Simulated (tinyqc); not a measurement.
Longitudinal sound in a periodic multilayer: transfer matrices, stop bands and folded phonons: one step, computed by the program tinyqc. Command: `OMP_NUM_THREADS=1 python tinyqc.py 3031661 3031662 out.jsonl multilayer walk`. One thread of a shared host (Intel(R) Xeon(R) Processor @ 2.30GHz), about 0.01 s of CPU time with the checks.

Layers 1 and 2 repeat with period d = d_1 + d_2; waves travel normal to the layers, without loss. State vector (u, s): displacement u and stress divided by omega. Impedances Z = rho v are in 1e6 kg/(m^2 s).

Question. Impedances, mean velocity and Bragg frequency. Z = rho v; interface reflection r = (Z_2 - Z_1)/(Z_2 + Z_1) (stress amplitude, from 1 into 2); Bragg frequency f_B = 1/[2 (d_1/v_1 + d_2/v_2)]; long-wave velocity v_eff = d/sqrt[(d_1/v_1)^2 + (d_2/v_2)^2 + (Z_1/Z_2 + Z_2/Z_1)(d_1/v_1)(d_2/v_2)].

Inputs (values chosen for the exercise, modelled on aluminium (layer 1), tungsten (layer 2) and gallium arsenide (substrate)):
```
quantity            value    unit
density rho_1        2.71  g/cm^3
velocity v_1         6540     m/s
thickness d_1        5.83      nm
density rho_2        19.3  g/cm^3
velocity v_2         5220     m/s
thickness d_2        4.74      nm
substrate density    5.35  g/cm^3
substrate velocity   4770     m/s
```

Give: Z_1; Z_2; Z of the substrate; interface reflection r; Bragg frequency f_B; long-wave velocity v_eff.

Answer.

Z_1 = 17.7234

Z_2 = 100.746

Z of the substrate = 25.5195

interface reflection r = 0.7008

Bragg frequency f_B = 277.9 GHz

long-wave velocity v_eff = 4190 m/s
